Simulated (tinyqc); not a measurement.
Worked calculation: tight binding, kagome lattice. One step of it, computed by the program tinyqc.

Task: Levels at k. Diagonalise the Hermitian matrix.

H(k) at k (eV):
```
                     A                    B                    C
A             0.000000  -1.733140+0.109040i  -0.027333-0.216360i
B  -1.733140-0.109040i             0.000000  -0.006860-0.109040i
C  -0.027333+0.216360i  -0.006860+0.109040i             0.000000
```

Give: eigenvalues; weights |c|^2 of the basis functions.

Result:

eigenvalues (eV): -1.767  0.027  1.740

weights |c|^2 of the basis functions:
```
   band 1  band 2  band 3
A   0.494   0.004   0.502
B   0.489   0.015   0.496
C   0.017   0.981   0.002
```
